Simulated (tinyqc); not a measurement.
# Gap and mass from two generation rates

Inverse problem. In the two-band model the band-to-band tunnelling rate in a uniform field is G = A F^2 exp(-B/F), with B = pi sqrt(m/C) Eg^1.5/4 (V/nm), A = 1e21 (2 q/h) m Eg/(16 pi C B) for G in cm^-3 s^-1 and F in V/nm, C = hbar^2/(2 m0). Find B, A, Eg and m.

Constants: q = 1.602176634e-19 C, hbar = 1.054571817e-34 J s, h = 6.62607015e-34 J s, m0 = 9.1093837015e-31 kg, hbar^2/(2 m0) = 0.0380998212 eV nm^2. Results are converted to the units shown.

G at F = 0.074 and 0.15 V/nm (cm^-3 s^-1): 2.1056441e24  6.4897500e28

Solution. The slope of ln(G/F^2) against 1/F is -B and the intercept gives A. The product A B fixes m Eg, and B = (pi/4) Eg sqrt(m Eg/C) then gives Eg.

B = 1.30 V/nm
A = 1.71e34 cm^-3 s^-1 (V/nm)^-2
Eg = 1.09 eV
m = 0.0810 m0

Computed by the program tinyqc: `OMP_NUM_THREADS=1 python tinyqc.py 2620106 2620107 out.jsonl`, one thread of a shared Intel Xeon 2.30GHz, about 0.01 s for the whole run.
